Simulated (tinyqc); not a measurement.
# Floating body of a partially depleted SOI transistor: body voltage and kink, step by step

tinyqc, about 0.2 s, one thread, Intel Xeon 2.30GHz (shared host): `OMP_NUM_THREADS=1 python tinyqc.py 2182258 2182259 out.jsonl` Printed values are rounded.

Source at 0 V. Channel current Ic = 2 nf K Vt^2 [F(0) - F(Vd)](1 + la Vd), F(V) = ln^2(1 + exp((Vg - VT - nf V)/(2 nf Vt))), VT = VT0 - gb Vb. Saturation voltage Vs = 2 Vt sqrt(F(0)) + 3 Vt, excess Ve = (Vd - Vs + sqrt((Vd - Vs)^2 + 0.0004 V^2))/2, multiplication M1 = Ai Ve exp(-Bl/Ve). Each junction passes D(v) = J1 (exp(v/Vt) - 1) + J2 (exp(v/(2 Vt)) - 1). Bipolar current Ib = bb J1 (exp(Vb/Vt) - 1). The body settles where M1 (Ic + Ib) = D(Vb) + D(Vb - Vd) + Vb/Rb; drain current Id = (1 + M1)(Ic + Ib) - D(Vb - Vd).

Parameters, values chosen for the exercise; values of the order met in partially depleted silicon-on-insulator transistors: temperature T = 398 K; threshold at zero body voltage VT0 = 0.43 V; fall of the threshold per volt of body voltage gb = 0.33; slope factor nf = 1.2; gain factor per width K = 160 uA/(V^2 um); channel-length modulation factor la = 0.03 1/V; impact-ionisation prefactor Ai = 2.42 1/V; impact-ionisation voltage Bl = 7.9 V; diffusion saturation current of each junction J1 = 1.3e-9 uA/um; recombination saturation current of each junction J2 = 3.1e-6 uA/um; gain of the lateral bipolar transistor on the diffusion current bb = 0.5; resistance of a weak body tie to the source (1e9 stands for no tie, and the term is then dropped) Rb = 1e9 kohm um; gate voltage Vg = 1 V; drain voltage Vd = 1.2 V.

Constants: q = 1.602176634e-19 C, kB = 1.380649e-23 J/K, Vt = kB T/q. Results are converted to the units shown.

Range of the model: The multiplication law is an empirical form chosen for the exercise; self-heating and capacitive coupling to the body are left out, and the linear laws are rough once Vb passes about 0.7 V or M1 about 0.1.

## Starting value

Vb = 0.24 V.

Vb at the start = 0.24 V

## Iteration 1: new Vb

Current into the body I_in = M1 (Ic + Ib) - D(Vb - Vd), current out I_out = D(Vb) + Vb/Rb; f = ln(I_in/I_out), s = df/dVb by central differences over 1e-5 V, Vb(new) = Vb - f/s.

Ic = 29.11165 uA/um
Ve = 0.5562631 V
M1 = 9.147085e-7
I_in = 2.972998e-5 uA/um
I_out = 1.008609e-4 uA/um
f = -1.221587
s = -21.04890 1/V
Vb after iteration 1 = 0.1819643 V

## Iteration 2: new Vb

As before.

Ic = 27.42015 uA/um
Ve = 0.5722111 V
M1 = 1.397853e-6
I_in = 4.143063e-5 uA/um
I_out = 4.116001e-5 uA/um
f = 0.006553366
s = -21.37906 1/V
Vb after iteration 2 = 0.1822709 V

## Iteration 3: new Vb

As before.

Ic = 27.42895 uA/um
Ve = 0.5721269 V
M1 = 1.394809e-6
I_in = 4.135945e-5 uA/um
I_out = 4.135943e-5 uA/um
f = 5.626557e-7
s = -21.37540 1/V
Vb after iteration 3 = 0.1822709 V

## Course of the iteration

Stop when the step is below 1e-10 V, or after 40 iterations.

Course of the iteration:
```
iteration	Vb before the step (V)	step (V)
1	0.24	-0.0580
2	0.1819643	3.07e-4
3	0.1822709	2.63e-8
4	0.1822709	< 1e-14
```

Converged in 4 iterations.

## Drain current with floating and with grounded body

converged Vb = 0.1822709 V

Id and VT at the converged Vb, Id at Vb = 0, their ratio, and the bipolar share Ib/(Ic + Ib).

VT = 0.3698506 V
Id, floating = 27.42900 uA/um
Id, grounded = 22.44624 uA/um
ratio = 1.221986
bipolar share = 4.793080e-7 %

The body rises to 0.182 V and lowers the threshold by 60.1 mV.
